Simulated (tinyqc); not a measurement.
Worked calculation: Pariser-Parr-Pople SCF with singles CI, for the molecule C=CC(=C)C=CN (SMILES; centres numbered as the heavy atoms are written). One step of it, computed by the program tinyqc.

Question. Singles CI, triplets. Over the 4 single excitations with the smallest orbital gaps: A = (e_a - e_i) delta - (ij|ab), with (pq|rs) = sum c_mp c_mq gamma_mn c_nr c_ns.

orbital energies (eV): -13.712809  -12.076654  -9.428641  -7.842002  1.050643  2.654628  5.245424

coefficients:
```
         MO1        MO2        MO3        MO4        MO5        MO6        MO7
1C  0.046590   0.313638   0.548554  -0.319886   0.455193  -0.471049   0.259102
2C  0.090452   0.472553   0.486060  -0.172067  -0.302741   0.480435  -0.424476
3C  0.179458   0.574248  -0.154023   0.323185  -0.373188  -0.024788   0.608259
4C  0.078416   0.364859  -0.146122   0.602100   0.585915   0.037901  -0.363483
5C  0.290065   0.298756  -0.481052  -0.378475  -0.186542  -0.488344  -0.422700
6C  0.467766   0.021054  -0.300395  -0.418969   0.406780   0.531014   0.259872
7N  0.805202  -0.354603   0.310018   0.286905  -0.135327  -0.157442  -0.066170
```

repulsion gamma_rs (eV):
```
           1C         2C         3C         4C         5C         6C         7N
1C  12.180000   7.858587   5.337967   3.703901   4.738107   3.300184   2.795639
2C   7.858587  12.180000   7.860311   5.339064   5.339327   3.703952   2.905551
3C   5.337967   7.860311  12.180000   7.859047   7.859327   5.337566   3.747290
4C   3.703901   5.339064   7.859047  12.180000   5.338139   4.737447   3.331290
5C   4.738107   5.339327   7.859327   5.338139  12.180000   7.857271   5.469928
6C   3.300184   3.703952   5.337566   4.737447   7.857271  12.180000   8.302799
7N   2.795639   2.905551   3.747290   3.331290   5.469928   8.302799  15.920000
```

Give: triplet CI matrix; triplet excitation energies.

Answer.

triplet CI matrix (eV):
```
         4>5      3>5      4>6      3>6
4>5   2.2889   0.3827  -0.5759  -1.2558
3>5   0.3827   4.4019  -1.2558   0.4840
4>6  -0.5759  -1.2558   4.4338  -0.2526
3>6  -1.2558   0.4840  -0.2526   5.2788
```

triplet excitation energies (eV): 1.6621  3.1483  5.5436  6.0495
